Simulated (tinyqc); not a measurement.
Power law or saturation: oxide trap near a transistor channel: two-state multiphonon kinetics, telegraph noise and bias instability. Computed by tinyqc, a small Python program. Command: `OMP_NUM_THREADS=1 python tinyqc.py 3026470 3026471 out.jsonl oxidetrap walk`. One thread of a shared host (Intel(R) Xeon(R) Processor @ 2.30GHz), about 0.01 s of CPU time with the checks.

An n-channel device under positive gate bias. The trap is empty (state 1) or holds an electron (state 2); both states are parabolas of equal curvature, and the electron reservoir is taken at the Fermi level of the channel.

Inputs (values chosen for the exercise, with an insulator like Si3N4 on silicon):
```
quantity                           value  unit
attempt rate k_0 at the interface  1e+11   1/s
temperature T                        400     K
mean capture barrier mu_c              1    eV
spread of the barriers s_c          0.23    eV
saturation shift dV_max              180    mV
```

Parts treated: one trap and an ensemble.

Constants: k_B = 8.617333262e-05 eV/K.

Method. For a normal spread of capture barriers (given for the stress field, with depth and field not resolved, k_0 being taken as the effective rate of the ensemble), traps with barrier below k_B T ln(k_0 t) are filled: dV(t) = (dV_max/2) erfc((mu_c - k_B T ln(k_0 t))/(sqrt(2) s_c)); local exponent n = d ln dV/d ln t (central difference, factor 1.01 in t). The extrapolation continues the power law fitted through 10 s and 1000 s.

Against stress time:
```
t (s)     shift (mV)  local exponent  power law (mV)  shift at T + 50 K (mV)
1.00e-03       10.12         0.30170           27.98                   19.28
1.00e-01       33.27         0.21630           45.89                   57.73
1.00e+01       75.25         0.13999           75.25                  111.96
1.00e+03      123.40         0.07760          123.40                  155.07
1.00e+05      158.35         0.03414          202.36                  174.39
1.00e+07      174.39         0.01087          331.84                  179.25
3.00e+08      178.41         0.00361          478.17                  179.88
```

The exponent falls from 0.302 to 0.004 as the front climbs the distribution, so the power law overstates the shift at 3e8 s (about ten years) by a factor 2.68. Heating by 50 K raises the shift at 1000 s by a factor 1.26: time and temperature enter only through T ln(k_0 t).
